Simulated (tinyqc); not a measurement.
Length of a molecular wire: coherent transport through a tight-binding bridge. Computed by the program tinyqc. 

A uniform bridge between two chains:
```
parameter                        value
site energy (eV)              0.790000
hopping in the bridge (eV)    0.430000
lead hopping (eV)             1.730000
couplings (eV)              0.75, 0.67
E (eV)                        0.050000
```

T = Gamma_L Gamma_R |G_1n|^2 with the self-energies of semi-infinite chains.

Transmission against length:
```
sites           T     ln T
2      2.3085e-01  -1.4660
3      2.2645e-01  -1.4852
4      3.5236e-01  -1.0431
5      8.0872e-01  -0.2123
6      7.8461e-01  -0.2426
7      3.4335e-01  -1.0690
8      2.2474e-01  -1.4928
9      2.3312e-01  -1.4562
10     3.8479e-01  -0.9551
```

E lies inside the band of the bridge (|E - e|/2h = 0.860 < 1): T does not decay but oscillates with length, between 0.225 and 0.809 here, as levels of the bridge pass E.
